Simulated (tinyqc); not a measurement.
Strain-driven roughening and islands of a mismatched epitaxial film: one step, computed by the program tinyqc.

Film and substrate share isotropic elastic constants; the film is coherent and biaxially strained.

Problem. Wetting layer. The surface energy depends on thickness as gamma + (gamma_s - gamma) exp(-h/delta). Its curvature adds W2 = (gamma_s - gamma) exp(-h/delta)/delta^2 to the restoring terms; the flat film is stable while W2 > (1 + nu)^2 w^2/gamma, which gives h_c = delta ln[(gamma_s - gamma) gamma/(delta^2 (1 + nu)^2 w^2)], or 0 if negative.

Inputs (values chosen for the exercise, modelled on InAs on InP):

| quantity | value | unit |
|---|---|---|
| Poisson ratio nu | 0.3 | - |
| surface energy gamma | 0.691 | J/m^2 |
| wetting energy gamma_s - gamma | 0.12 | J/m^2 |
| decay length of wetting delta | 0.36 | nm |

energy density w = 113.8397 MJ/m^3

Give: wetting-layer thickness h_c.

Solution.

wetting-layer thickness h_c = 1.215 nm

Layer-by-layer growth up to h_c, then roughening: the Stranski-Krastanov mode.
